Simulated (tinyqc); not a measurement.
A log to judge: order-disorder in a binary alloy on two sublattices: Bragg-Williams and pair (quasi-chemical) approximations. Computed by tinyqc. Command: `OMP_NUM_THREADS=1 python tinyqc.py 3009377 3009378 out.jsonl order walk`. One thread of a shared host (Intel(R) Xeon(R) Processor @ 2.30GHz), about 0.01 s of CPU time with the checks.

All z = 8 neighbours of a site lie on the other sublattice. B fills the sublattices with x + eta/2 and x - eta/2; energies are per site, from the pure components: u = -z w y with y the probability of an A-B bond taken in one order.

Inputs (values chosen for the exercise, for a model alloy): ordering energy w = (e_AA + e_BB)/2 - e_AB = 12.7 meV; fraction x of B = 0.37; temperature T = 538 K.

Lattice: bcc (B2 order, z = 8). Method: plain iteration, 40 steps.

Constants: k_B = 8.617333262e-05 eV/K.

Method. Bragg-Williams: u = -z w [x (1 - x) + eta^2/4]; minimising f gives ln[a (1 - b)/(b (1 - a))] = 2 z w eta/(k_B T) =: ln Q, a = x + eta/2, b = x - eta/2. For given Q this is a quadratic for eta, (Q - 1) eta^2/4 - (Q + 1) eta/2 + (Q - 1) x (1 - x) = 0, smaller root: the map eta -> phi(eta). Plain iteration eta = phi(eta), 40 steps at most; start at 0.999 times 2x; stop when |phi - eta| < 1e-10.

Iteration:
```
step       eta  phi(eta)  phi - eta
1     0.739260  0.594416  -0.144844
2     0.594416  0.517557  -0.076858
3     0.517557  0.467584  -0.049973
4     0.467584  0.431726  -0.035858
5     0.431726  0.404420  -0.027307
6     0.404420  0.382773  -0.021647
7     0.382773  0.365107  -0.017666
...        ...       ...        ...
34    0.238678  0.237321  -0.001356
35    0.237321  0.236045  -0.001277
36    0.236045  0.234842  -0.001203
37    0.234842  0.233707  -0.001134
38    0.233707  0.232637  -0.001071
39    0.232637  0.231626  -0.001011
40    0.231626  0.230670  -0.000956
```

Can the last value be used, and what does the course show?

No. Not converged: the residual falls by a factor of only 0.945 a step, because the slope of phi nears 1 as T nears T_c (T/T_c = 0.979). The error left is at least about residual/(1 - factor) = 0.017. Reruns converge with method = Newton steps. Reruns still fail with method = plain iteration, 400 steps.
